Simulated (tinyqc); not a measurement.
Cluster expansion of a binary alloy: correlations, fit, cross-validation and ground states. From one set of inputs to another, one input at a time. Computed by tinyqc, a small Python program. Command: `OMP_NUM_THREADS=1 python tinyqc.py 3015463 3015464 out.jsonl clex ladder`. One thread of a shared host (Intel(R) Xeon(R) Processor @ 2.30GHz), about 0.3 s of CPU time with the checks.

s = +1 for A and -1 for B. Energy per site E = J0 + J1 P(point) + sum over clusters of m V P, with P the mean product of spins; V > 0 on a pair favours unlike neighbours. Clusters per site m: pair 1 6, pair 2 3, pair 3 12, triplet 8; the triplet is the triangle of first neighbours. Formation energies are counted from the line between pure A and pure B, which removes J0 and J1.

The inputs printed are set A. Inputs not listed in the table keep their values of set A, so the rows need not describe a real material.

Inputs (values chosen for the exercise, for a model alloy): first-pair interaction V1 = 24 meV; second-pair interaction V2 = 14 meV; third-pair interaction V3 = 1.2 meV; triplet interaction Vt = 2.7 meV; noise amplitude = 11 meV/site; temperature T = 970 K; fraction x of B = 0.64.

Lattice: fcc.

correlations P, counted on periodic cells, rows A, A3B L1_2, A3B D0_22, A3B (001) layers, A2B (001) layers, AB L1_0, AB L1_1, A2B2 (001) layers, AB2 (001) layers, AB3 L1_2, AB3 D0_22, AB3 (001) layers, B, columns point, pair 1, pair 2, pair 3, triplet:
```
[[1.000000, 1.000000, 1.000000, 1.000000, 1.000000],
 [0.500000, 0.000000, 1.000000, 0.000000, -0.500000],
 [0.500000, 0.000000, 0.666667, 0.333333, -0.500000],
 [0.500000, 0.333333, 0.666667, 0.000000, 0.500000],
 [0.333333, 0.111111, 0.555556, -0.333333, 0.333333],
 [0.000000, -0.333333, 1.000000, -0.333333, 0.000000],
 [0.000000, 0.000000, -1.000000, 0.000000, 0.000000],
 [0.000000, 0.333333, 0.333333, -0.333333, 0.000000],
 [-0.333333, 0.111111, 0.555556, -0.333333, -0.333333],
 [-0.500000, 0.000000, 1.000000, 0.000000, 0.500000],
 [-0.500000, 0.000000, 0.666667, 0.333333, 0.500000],
 [-0.500000, 0.333333, 0.666667, 0.000000, -0.500000],
 [-1.000000, 1.000000, 1.000000, 1.000000, -1.000000]]
```

standard normal numbers for the noise (0 for the pure ends): A 0.000, A3B L1_2 -1.233, A3B D0_22 0.053, A3B (001) layers 0.208, A2B (001) layers -0.236, AB L1_0 0.847, AB L1_1 0.353, A2B2 (001) layers -0.268, AB2 (001) layers 0.726, AB3 L1_2 -1.465, AB3 D0_22 -0.332, AB3 (001) layers -1.353, B 0.000

Constants: k_B = 8.617333262e-05 eV/K.

Method:
- Design matrix of formation energies: m (P - 1) for pairs and m (P(triplet) - P(point)) for the triplet; x = (1 - P(point))/2.
- Exact: X V with V = (V1, V2, V3, Vt). The data to fit add the noise amplitude times the normal numbers, standing for what the clusters leave out.
- Leave out pair 3: A = X^T X and b = X^T E (E being the data with noise) over these three columns; solve A V = b. The root-mean-square error runs over the structures between the pure ends.
- For each set, H = X (X^T X)^-1 X^T over the structures between the ends; residual e = E - H E; leave-one-out error e_i/(1 - H_ii); both as root mean squares.
- Height above the hull = E less the lowest straight line between two structures that bracket x (or the lowest structure at the same x). The three-term fit is X V with the fitted values.
- Random alloy: P(pair) = p^2, P(triplet) = p^3, p = 1 - 2x, so H_mix = (p^2 - 1) sum m V(pairs) + (p^3 - p) m Vt; G_mix = H_mix + k_B T [x ln x + (1 - x) ln(1 - x)]. To first order in 1/T the Warren-Cowley parameter of shell 1 is alpha_1 = -(1 - p^2) V_eff/(k_B T), V_eff = V1 + (number of triplets on a first-neighbour bond) p Vt, that number being 4.

Each row keeps all changes above it:
```
input moved                       from    to  alpha_1  leave-one-out error without pair 3 (meV/site)  lowest exact formation energy (meV/site)
set A                                -     -  -0.2313                                          14.97                                    -242.4
second-pair interaction V2 (meV)    14  -7.9  -0.2313                                          14.97                                    -211.2
fraction x of B                   0.64  0.57  -0.2638                                          14.97                                    -211.2
third-pair interaction V3 (meV)    1.2  -3.6  -0.2638                                          28.94                                    -134.4
triplet interaction Vt (meV)       2.7  -2.4  -0.2973                                          28.94                                    -134.4
temperature T (K)                  970  1200  -0.2403                                          28.94                                    -134.4
noise amplitude (meV/site)          11    10  -0.2403                                          28.59                                    -134.4
first-pair interaction V1 (meV)     24  25.2  -0.2517                                          28.59                                    -144.0
```

Which inputs carry the difference?

alpha_1 goes from -0.231 to -0.252, -0.0204 in all. The largest single move comes from temperature T (+0.057), but it runs against the net change; the largest move in the direction of the net change is triplet interaction Vt (-0.0335). Leave-one-out error without pair 3 goes from 15.0 to 28.6, a factor 1.91 in all. The largest single move comes from third-pair interaction V3 (a factor 1.93). Lowest exact formation energy goes from -242 to -144, +98.4 in all. The largest single move comes from third-pair interaction V3 (+76.8), and first-pair interaction V1 works against it (-9.6). The single moves hold for this order of the switches; the total does not depend on the order.

Caution (all rows): so large an alpha_1 is beyond the first-order expansion. Caution (rows fraction x of B): G_mix lies above the hull of the ordered structures at this x, so the random alloy is not the equilibrium state at T.

Extremes, crossings and ranges named in words are read from the listed rows.
